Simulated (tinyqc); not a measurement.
## Floating body of a partially depleted SOI transistor: body voltage and kink: transfer curve and swing

Source at 0 V. Channel current Ic = 2 nf K Vt^2 [F(0) - F(Vd)](1 + la Vd), F(V) = ln^2(1 + exp((Vg - VT - nf V)/(2 nf Vt))), VT = VT0 - gb Vb. Saturation voltage Vs = 2 Vt sqrt(F(0)) + 3 Vt, excess Ve = (Vd - Vs + sqrt((Vd - Vs)^2 + 0.0004 V^2))/2, multiplication M1 = Ai Ve exp(-Bl/Ve). Each junction passes D(v) = J1 (exp(v/Vt) - 1) + J2 (exp(v/(2 Vt)) - 1). Bipolar current Ib = bb J1 (exp(Vb/Vt) - 1). The body settles where M1 (Ic + Ib) = D(Vb) + D(Vb - Vd) + Vb/Rb; drain current Id = (1 + M1)(Ic + Ib) - D(Vb - Vd).

Rows with more than one solution for Vb (latch) are left out; dId/dVd by a forward difference over 1e-4 V, swing = 1e-4 V over the change of log10 Id; M1 under 1e-12 is printed as 0.

Values chosen for this exercise; values of the order met in partially depleted silicon-on-insulator transistors:
```
symbol,value,unit,meaning
T,330,K,temperature
VT0,0.52,V,threshold at zero body voltage
gb,0.31,,fall of the threshold per volt of body voltage
nf,1.46,,slope factor
K,120,uA/(V^2 um),gain factor per width
la,0.06,1/V,channel-length modulation factor
Ai,1.59,1/V,impact-ionisation prefactor
Bl,4.6,V,impact-ionisation voltage
J1,2.3e-11,uA/um,diffusion saturation current of each junction
J2,1.8e-8,uA/um,recombination saturation current of each junction
bb,0,,gain of the lateral bipolar transistor on the diffusion current
Rb,30000,kohm um,"resistance of a weak body tie to the source (1e9 stands for no tie, and the term is then dropped)"
Vd,2.1,V,drain voltage
```

Constants: q = 1.602176634e-19 C, kB = 1.380649e-23 J/K, Vt = kB T/q. Results are converted to the units shown.

Result of one run:

| Vb (V) | M1 | Id, floating (uA/um) | Id, grounded (uA/um) | ratio | swing, floating (mV/decade) | swing, grounded (mV/decade) |
|---|---|---|---|---|---|---|
| 0.7034 | 0.2059 | 7.599 | 1.554 | 4.889 | 433.8 | 222.8 |

Which gate voltage Vg gave this result: 0.07, 0.27, 0.47, 0.57 or 0.67 V?

Vg = 0.67 V.

The whole series:

| Vg (V) | Vb (V) | M1 | Id, floating (uA/um) | Id, grounded (uA/um) | ratio | swing, floating (mV/decade) | swing, grounded (mV/decade) |
|---|---|---|---|---|---|---|---|
| 0.07 | 6.163e-5 | 0.3265 | 8.292e-6 | 8.288e-6 | 1.000 | 95.98 | 96.02 |
| 0.17 | 6.753e-4 | 0.3262 | 9.146e-5 | 9.101e-5 | 1.005 | 95.86 | 96.34 |
| 0.27 | 0.007605 | 0.3251 | 0.001033 | 9.775e-4 | 1.057 | 92.61 | 97.97 |
| 0.37 | 0.6208 | 0.2976 | 0.3986 | 0.009754 | 40.86 | 126.6 | 103.2 |
| 0.47 | 0.6647 | 0.2682 | 1.653 | 0.07994 | 20.68 | 207.9 | 118.6 |
| 0.57 | 0.6885 | 0.2365 | 4.074 | 0.4462 | 9.130 | 313.4 | 155.5 |
| 0.67 | 0.7034 | 0.2059 | 7.599 | 1.554 | 4.889 | 433.8 | 222.8 |
| 0.77 | 0.7132 | 0.1774 | 12.11 | 3.703 | 3.269 | 561.4 | 317.0 |
| 0.87 | 0.7199 | 0.1513 | 17.51 | 6.913 | 2.533 | 691.9 | 428.6 |

Vb rises from 6.16e-5 to 0.720 V. The smallest swing among the rows is 92.6 mV a decade with a floating body (at Vg = 0.27 V) and 96.0 with a grounded one; Vt ln 10 = 65.5. The floating swing is smaller by more than 3 % for Vg = 0.27 V, where the rising Vb lowers the threshold as Vg rises. In the first row the floating body raises the current by a factor of 1.00.

Range of the model: The multiplication law is an empirical form chosen for the exercise; self-heating and capacitive coupling to the body are left out, and the linear laws are rough once Vb passes about 0.7 V or M1 about 0.1.

Computed by the program tinyqc: `OMP_NUM_THREADS=1 python tinyqc.py 2182120 2182121 out.jsonl`, one thread of a shared Intel Xeon 2.30GHz, about 0.2 s for the whole run.
